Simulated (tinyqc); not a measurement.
Worked calculation: tunnelling through a thin dielectric with one trap, as a tight-binding chain. Values are carried at full precision from step to step, so a last printed digit may differ when a step is redone from the rounded ones.

Hopping -t everywhere, t = c/(m a^2), c = hbar^2/2m0; lead sites at 2t (band bottom 0), barrier sites 1 to N at 2t + phi, and site j has U besides. No voltage. Leads give S = -t exp(ika) on sites 1 and N, cos(ka) = 1 - E/(2t). T = (2 t sin(ka))^2 |G_1N|^2, G = (E - H - S)^-1. In the barrier cosh(q a) = 1 + (phi - E)/(2t).

Constants: hbar^2/2m0 = 3.80998211 eV angstrom^2; hbar = 6.58211957e-16 eV s.

Inputs chosen for the exercise (barrier and mass of the size used for SiO2 on silicon; the results hold for these values, not for the real material):
```
symbol  value  unit      meaning
a       3      angstrom  site spacing
m       0.48   m0        mass, the same in leads and barrier
phi     2.99   eV        conduction edge of the barrier above that of the leads
U       -3.41  eV        extra energy on the trap site
E       0.51   eV        electron energy
N       10               barrier sites
j       7                site of the trap
```

## Scales

Form t, ka, q a, and the level of the trap in an endless barrier, Eb = phi + 2t - sqrt(4 t^2 + U^2).

t = 0.8819 eV
ka = 0.78007 rad
q a = 1.52482
Eb = 0.9147 eV

## The matrix E - H - S

Fill it in.

E - H - S (eV):
```
                  1        2        3        4        5        6
1   -3.6169+0.6203i   0.8819   0.0000   0.0000   0.0000   0.0000
2            0.8819  -4.2439   0.8819   0.0000   0.0000   0.0000
3            0.0000   0.8819  -4.2439   0.8819   0.0000   0.0000
4            0.0000   0.0000   0.8819  -4.2439   0.8819   0.0000
5            0.0000   0.0000   0.0000   0.8819  -4.2439   0.8819
6            0.0000   0.0000   0.0000   0.0000   0.8819  -4.2439
7            0.0000   0.0000   0.0000   0.0000   0.0000   0.8819
8            0.0000   0.0000   0.0000   0.0000   0.0000   0.0000
9            0.0000   0.0000   0.0000   0.0000   0.0000   0.0000
10           0.0000   0.0000   0.0000   0.0000   0.0000   0.0000

          7        8        9               10
1    0.0000   0.0000   0.0000           0.0000
2    0.0000   0.0000   0.0000           0.0000
3    0.0000   0.0000   0.0000           0.0000
4    0.0000   0.0000   0.0000           0.0000
5    0.0000   0.0000   0.0000           0.0000
6    0.8819   0.0000   0.0000           0.0000
7   -0.8339   0.8819   0.0000           0.0000
8    0.8819  -4.2439   0.8819           0.0000
9    0.0000   0.8819  -4.2439           0.8819
10   0.0000   0.0000   0.8819  -3.6169+0.6203i
```

## Transmission

Invert the matrix; T = (2 t sin(ka))^2 |G_1N|^2.

first row of G (1/eV): [-0.2827-0.05120i, -0.06153-0.01114i, -0.01339-0.002426i, -0.002918-0.0005284i, -0.0006453-0.0001169i, -0.0001877-3.400e-05i, -0.0002579-4.675e-05i, -5.614e-05-1.020e-05i, -1.225e-05-2.339e-06i, -2.807e-06-1.052e-06i]

T = 1.382e-11

Without the trap T is 1.88e-13: the trap changes it by a factor 73.6 at this energy.

## The resonance

Resonance: the lowest eigenvalue of H + S(E), iterated until its real part equals E (40 rounds from Eb = phi + 2t - sqrt(4t^2 + U^2), the level in an endless barrier). With v the normalised squared amplitudes of that state, Gamma_L = 2 t sin(ka) v_1, Gamma_R = 2 t sin(ka) v_N; Breit-Wigner T = Gamma_L Gamma_R/((E - Er)^2 + (Gamma_L + Gamma_R)^2/4).

Find Er, the two widths, the peak height 4 Gamma_L Gamma_R/(Gamma_L + Gamma_R)^2 and the escape time hbar/(Gamma_L + Gamma_R).

Er = 0.9147 eV

widths (meV): left 6.345e-05, right 0.3058

peak height = 0.0008298
escape time = 2.15e+03 fs

squared amplitudes: [0.0000, 0.0000, 0.0000, 0.0002, 0.0031, 0.0526, 0.8882, 0.0526, 0.0031, 0.0002]

The nearby leads move the level 0.0 meV below its value in an endless barrier. The trap is closer to the right lead, which takes 100.0 % of the escapes.

## Checks

- T at Er from the chain against the Breit-Wigner peak: both 0.000830.
- T without trap against the closed form for a lattice barrier: both 1.878e-13.

tinyqc: `OMP_NUM_THREADS=1 python tinyqc.py 1452054 1452055 out.jsonl`; about 0.1 s, one thread, shared Intel(R) Xeon(R) Processor @ 2.30GHz.
